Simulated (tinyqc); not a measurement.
Inversion layer as a triangular well, valleys of the Si type: one step. Subband ladders. Three cases, with inputs chosen for the exercise.

Problem. The ten lowest levels of all groups of valleys together, j = 0, 1, ..., c = hbar^2/2m0; primes mark the groups with lighter m_z.

Level j of a valley lies at E_j = a_j (c (e F)^2/m_z)^(1/3) above the band edge at the surface, with the Airy zeros a_j = 2.338107, 4.087949, 5.520560, 6.786708, 7.944134, 9.022651, 10.040174, 11.008524, 11.936016, 12.828777, and has <z> = 2 E_j/(3 e F).

Constants: hbar^2/2m0 = 3.80998211 eV angstrom^2.

Case 1.

Valleys (masses in m0):
```
valleys g  cos^2(theta)       m_z       m_1       m_2       m_d
2              1.000000  0.904000  0.193000  0.193000  0.193000
4              0.000000  0.193000  0.193000  0.904000  0.417698
```

e F = 0.0012267884 eV/angstrom

Case 2.

Valleys (masses in m0):
```
valleys g  cos^2(theta)       m_z       m_1       m_2       m_d
2              1.000000  0.903000  0.189000  0.189000  0.189000
4              0.000000  0.189000  0.189000  0.903000  0.413119
```

e F = 0.0076105980 eV/angstrom

Case 3.

Valleys (masses in m0):
```
valleys g  cos^2(theta)       m_z       m_1       m_2       m_d
6              0.333333  0.256909  0.189000  0.671667  0.356293
```

e F = 0.0034318347 eV/angstrom

Give: Subbands.

Solution.

Case 1.

Subbands:
```
label  valleys g  m_d (m0)  E (eV)  <z> (angstrom)
0              2    0.1930  0.0433           23.52
0'             4    0.4177  0.0724           39.35
1              2    0.1930  0.0757           41.12
2              2    0.1930  0.1022           55.53
3              2    0.1930  0.1256           68.27
1'             4    0.4177  0.1266           68.80
4              2    0.1930  0.1471           79.91
5              2    0.1930  0.1670           90.76
2'             4    0.4177  0.1710           92.92
6              2    0.1930  0.1859          101.00
```

The second subband is 0', 29.1 meV above the first.

Case 2.

Subbands:
```
label  valleys g  m_d (m0)  E (eV)  <z> (angstrom)
0              2    0.1890  0.1462           12.80
0'             4    0.4131  0.2462           21.57
1              2    0.1890  0.2556           22.39
2              2    0.1890  0.3451           30.23
3              2    0.1890  0.4243           37.17
1'             4    0.4131  0.4305           37.71
4              2    0.1890  0.4967           43.51
5              2    0.1890  0.5641           49.41
2'             4    0.4131  0.5813           50.92
6              2    0.1890  0.6277           54.99
```

The second subband is 0', 100.0 meV above the first. Levels above about 0.5 eV lie beyond parabolic valleys.

Case 3.

Subbands:
```
label  valleys g  m_d (m0)  E (eV)  <z> (angstrom)
0              6    0.3563  0.1307           25.39
1              6    0.3563  0.2285           44.39
2              6    0.3563  0.3086           59.95
3              6    0.3563  0.3794           73.70
4              6    0.3563  0.4441           86.26
5              6    0.3563  0.5044           97.98
6              6    0.3563  0.5612          109.02
7              6    0.3563  0.6154          119.54
8              6    0.3563  0.6672          129.61
9              6    0.3563  0.7171          139.30
```

The second subband is 1, 97.8 meV above the first. Levels above about 0.5 eV lie beyond parabolic valleys.

Computed by tinyqc, one run a case: `OMP_NUM_THREADS=1 python tinyqc.py N N+1 out.jsonl` with N = 1251822, 1252067, 1252133; one thread of a shared Intel(R) Xeon(R) Processor @ 2.30GHz, about 0.03 s a run at most.
